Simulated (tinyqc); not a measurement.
Off-state leakage of single and stacked transistors: one step of the calculation.

n-channel devices of unit width. Subthreshold current I(Vg, Vs, Vd) = I0 (T/300 K)^0.5 exp[(Vg - Vs - VT(T) - gb (Vs - Vb) + dd (Vd - Vs))/(nf Vt)] (1 - exp(-(Vd - Vs)/Vt)), VT(T) = VT - cT (T - 300 K). Gate-edge tunnelling Ig (Vd/1 V) exp(ag (Vd - 1 V)), for a gate at 0 V, and band-to-band leakage Ab u exp(-Bb/u), u = Vd - Vb + 1 V, flow at a drain held at V; both are taken as independent of T. In a stack of off transistors (all gates at 0 V) the same subthreshold current passes through each.

Problem. New Vx. Stack of two, Vx the node between them: I_low = I(0, 0, Vx), I_up = I(0, Vx, V), f = ln(I_up/I_low), f' = -(1 + gb + 2 dd)/(nf Vt) - 1/(Vt (exp(Vx/Vt) - 1)) - 1/(Vt (exp((V - Vx)/Vt) - 1)), Vx(new) = Vx - f/f'.

Inputs (values chosen for the exercise); values of the order met in bulk silicon logic transistors: temperature T = 358 K; supply voltage V = 0.7 V; threshold at 300 K, zero drain and body bias VT = 0.37 V; fall of the threshold with temperature cT = 0.9 mV/K; current at threshold at 300 K I0 = 0.51 uA/um; slope factor nf = 1.22; drain-induced lowering per volt dd = 0.07; rise of the threshold per volt of source-body bias gb = 0.22; body voltage Vb = -0.3 V.

Constants: q = 1.602176634e-19 C, kB = 1.380649e-23 J/K, Vt = kB T/q. Results are converted to the units shown.

Vx after iteration 1 = 0.043364778 V

Give: I_low; I_up; f; f'; Vx after iteration 2.

Solution.

I_low = 0.01699 nA/um
I_up = 0.01727 nA/um
f = 0.01625
f' = -46.66 1/V
Vx after iteration 2 = 0.04371 V

Numbers from tinyqc (`OMP_NUM_THREADS=1 python tinyqc.py 2242039 2242040 out.jsonl`; about 0.03 s on one thread of a shared Intel Xeon 2.30GHz).
